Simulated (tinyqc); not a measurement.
Worked calculation: geometry optimisation on the LDA (VWN5)/sto-3g surface (energies and gradients from PySCF), for H4, spin multiplicity 1. Computed by tinyqc, a small Python program that keeps every step (integrals from PySCF). Settings: charge = 0, multiplicity = 1, basis = sto-3g, functional = lda,vwn, optimiser = sd, first Hessian = 0.6, largest step = 0.5, iteration cap = 30. Command: `OMP_NUM_THREADS=1 python tinyqc.py 26712 26713 out.jsonl` (the two numbers bound the seeds that draw the settings). One thread of a shared host (Intel(R) Xeon(R) Processor @ 2.60GHz), about 6 s of CPU time with the checks.

## Step 1: energy and gradient

positions at the start (bohr), order 1H, 2H, 3H, 4H:
$$\begin{pmatrix}
-0.030236 & -0.103935 & -0.005669 \\
0.015118 & -0.052912 & 1.417295 \\
-0.007559 & -0.047243 & 3.310800 \\
-0.085038 & -0.005669 & 4.712977
\end{pmatrix}$$

Self-consistent energy and analytic gradient at these positions.

energy = -2.21098378 hartree

gradient (hartree/bohr), order 1H, 2H, 3H, 4H:
$$\begin{pmatrix}
-0.00073098 & -0.00014560 & 0.00910755 \\
-0.00017045 & 0.00097439 & 0.06635080 \\
0.00092730 & -0.00062313 & -0.05722507 \\
-0.00002586 & -0.00020566 & -0.01823328
\end{pmatrix}$$

## Step 1: move

Steepest descent, p = -g / 0.6; steps longer than 0.5 bohr are cut back.

positions after step 1 (bohr), order 1H, 2H, 3H, 4H:
$$\begin{pmatrix}
-0.029017 & -0.103692 & -0.020848 \\
0.015402 & -0.054536 & 1.306710 \\
-0.009104 & -0.046205 & 3.406175 \\
-0.084995 & -0.005326 & 4.743366
\end{pmatrix}$$

## Step 2: energy and gradient

As before.

energy = -2.21936740 hartree

gradient (hartree/bohr), order 1H, 2H, 3H, 4H:
$$\begin{pmatrix}
0.00081911 & 0.00143637 & 0.04941749 \\
-0.00142611 & -0.00080823 & 0.00275846 \\
-0.00101155 & 0.00041766 & -0.00911733 \\
0.00161856 & -0.00104580 & -0.04305861
\end{pmatrix}$$

## Step 2: move

As before.

positions after step 2 (bohr), order 1H, 2H, 3H, 4H:
$$\begin{pmatrix}
-0.030383 & -0.106086 & -0.103211 \\
0.017779 & -0.053189 & 1.302113 \\
-0.007418 & -0.046901 & 3.421371 \\
-0.087692 & -0.003583 & 4.815130
\end{pmatrix}$$

## Step 3: energy and gradient

As before.

energy = -2.22415969 hartree

gradient (hartree/bohr), order 1H, 2H, 3H, 4H:
$$\begin{pmatrix}
-0.00044833 & -0.00001496 & 0.00930091 \\
-0.00009981 & 0.00056463 & 0.03695363 \\
0.00049867 & -0.00036611 & -0.03201438 \\
0.00004948 & -0.00018356 & -0.01424016
\end{pmatrix}$$

## Step 3: move

As before.

positions after step 3 (bohr), order 1H, 2H, 3H, 4H:
$$\begin{pmatrix}
-0.029635 & -0.106061 & -0.118712 \\
0.017945 & -0.054130 & 1.240523 \\
-0.008250 & -0.046291 & 3.474728 \\
-0.087775 & -0.003277 & 4.838864
\end{pmatrix}$$

## Convergence

Stop when the largest gradient component is below 3e-5 hartree/bohr.

Course of the optimisation:
```
step  E (hartree)  largest gradient (hartree/bohr)
1     -2.21098378                         6.64e-02
2     -2.21936740                         4.94e-02
3     -2.22415969                         3.70e-02
4     -2.22751489                         2.86e-02
5     -2.22984584                         2.18e-02
6     -2.23160507                         1.84e-02
7     -2.23297350                         1.48e-02
8     -2.23407429                         1.33e-02
9     -2.23497908                         1.13e-02
10    -2.23573635                         1.06e-02
11    -2.23637918                         9.35e-03
12    -2.23693147                         8.88e-03
13    -2.23741081                         8.16e-03
14    -2.23783052                         7.70e-03
15    -2.23820088                         7.21e-03
16    -2.23852991                         6.82e-03
17    -2.23882402                         6.44e-03
18    -2.23908836                         6.12e-03
19    -2.23932711                         5.82e-03
20    -2.23954371                         5.55e-03
21    -2.23974102                         5.30e-03
22    -2.23992143                         5.07e-03
23    -2.24008695                         4.86e-03
24    -2.24023929                         4.67e-03
25    -2.24037992                         4.49e-03
26    -2.24051008                         4.32e-03
27    -2.24063085                         4.16e-03
28    -2.24074318                         4.02e-03
29    -2.24084789                         3.88e-03
30    -2.24094570                         3.75e-03
```

Distances after the last move, whose energy is not in the table (angstrom):
```
pair   distance
2H-1H  0.737008
3H-1H  2.276219
3H-2H  1.540105
4H-1H  3.012025
4H-2H  2.276336
4H-3H  0.737006
```

Not converged within 30 steps: the energy falls at every step, but slowly. Reruns: method bfgs, first Hessian 0.6, largest step 0.3: converged in 23 (E = -2.24323).
